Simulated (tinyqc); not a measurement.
Virtual-crystal alloy in the empirical-pseudopotential method: one step. The six lowest plane waves at X. Three cases, with inputs chosen for the exercise.

Question. k = (1,0,0) with the small basis G = (0,0,0), (-2,0,0), (-1,1,1), (-1,-1,-1), (-1,1,-1), (-1,-1,1) in place of the full one.

Empirical pseudopotential on the fcc lattice, atoms at +/- tau, tau = a (1,1,1)/8, no spin-orbit coupling. H(G,G') = c (2 pi/a)^2 |k + G|^2 delta + VS(q) cos(q.tau) + i VA(q) sin(q.tau), q = G - G', c = hbar^2/2m0; k and G in units of 2 pi/a; VS at |q|^2 = 3, 8, 11 and VA at 3, 4, 11, in rydberg, zero elsewhere. At each k the basis holds all G with |k + G|^2 up to 16; energies are counted from the fourth level at Gamma.

Constants: hbar^2/2m0 = 3.80998211 eV angstrom^2; Ry = 13.60569312 eV.

Give: H in this small basis.

Case 1.

a = 5.620440 angstrom

VS at 3, 8, 11 (Ry): -0.2229703  0.0157023  0.0640378

VA at 3, 4, 11 (Ry): 0.0000000  0.0000000  0.0000000

Answer.

H in this small basis (eV), lower triangle:
```
           000    -200  -1+1+1  -1-1-1  -1+1-1  -1-1+1
000      4.761
-200         0   4.761
-1+1+1  -2.145   2.145   9.523
-1-1-1   2.145  -2.145  -0.214   9.523
-1+1-1  -2.145  -2.145       0       0   9.523
-1-1+1  -2.145  -2.145       0       0   0.214   9.523
```

Case 2.

a = 5.545200 angstrom

VS at 3, 8, 11 (Ry): -0.2194607  0.0241620  0.0669462

VA at 3, 4, 11 (Ry): 0.1086879  0.0628387  0.0172369

Answer.

H in this small basis (eV), lower triangle (Hermitian):
```
                  000           -200   -1+1+1  -1-1-1  -1+1-1  -1-1+1
000             4.892
-200          -0.855i          4.892
-1+1+1  -2.111+1.046i   2.111+1.046i    9.783
-1-1-1   2.111-1.046i  -2.111-1.046i   -0.329   9.783
-1+1-1  -2.111-1.046i  -2.111+1.046i  -0.855i  0.855i   9.783
-1-1+1  -2.111-1.046i  -2.111+1.046i  -0.855i  0.855i   0.329   9.783
```

Case 3.

a = 5.512550 angstrom

VS at 3, 8, 11 (Ry): -0.2270700  0.0216000  0.0665600

VA at 3, 4, 11 (Ry): 0.1009800  0.0616000  0.0159300

Answer.

H in this small basis (eV), lower triangle (Hermitian):
```
                  000           -200   -1+1+1  -1-1-1  -1+1-1  -1-1+1
000             4.950
-200          -0.838i          4.950
-1+1+1  -2.185+0.971i   2.185+0.971i    9.899
-1-1-1   2.185-0.971i  -2.185-0.971i   -0.294   9.899
-1+1-1  -2.185-0.971i  -2.185+0.971i  -0.838i  0.838i   9.899
-1-1+1  -2.185-0.971i  -2.185+0.971i  -0.838i  0.838i   0.294   9.899
```

Computed by tinyqc, one run a case: `OMP_NUM_THREADS=1 python tinyqc.py N N+1 out.jsonl` with N = 1050174, 1050210, 1050222; one thread of a shared Intel(R) Xeon(R) Processor @ 2.30GHz, about 0.3 s a run at most.
